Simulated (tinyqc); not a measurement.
Length of a molecular wire: coherent transport through a tight-binding bridge. Computed by the program tinyqc. T = Gamma_L Gamma_R |G_1n|^2 with the self-energies of semi-infinite chains.

A uniform bridge between two chains:
```
parameter                       value
site energy (eV)             4.210000
hopping in the bridge (eV)   1.230000
lead hopping (eV)            1.700000
couplings (eV)              0.6, 0.69
E (eV)                       0.370000
```

Transmission against length:
```
sites           T      ln T
2      1.9422e-03   -6.2440
3      2.5407e-04   -8.2779
4      3.3346e-05  -10.3086
5      4.3786e-06  -12.3388
6      5.7497e-07  -14.3689
7      7.5503e-08  -16.3991
8      9.9146e-09  -18.4293
9      1.3019e-09  -20.4594
10     1.7096e-10  -22.4896
```

What does the comparison show, and why?

E lies outside the band of the bridge (|E - e|/2h = 1.561 > 1), so T decays as exp(-beta n) with beta = 2 arccosh(1.561) = 2.0302 a site; the last two rows give 2.0302.
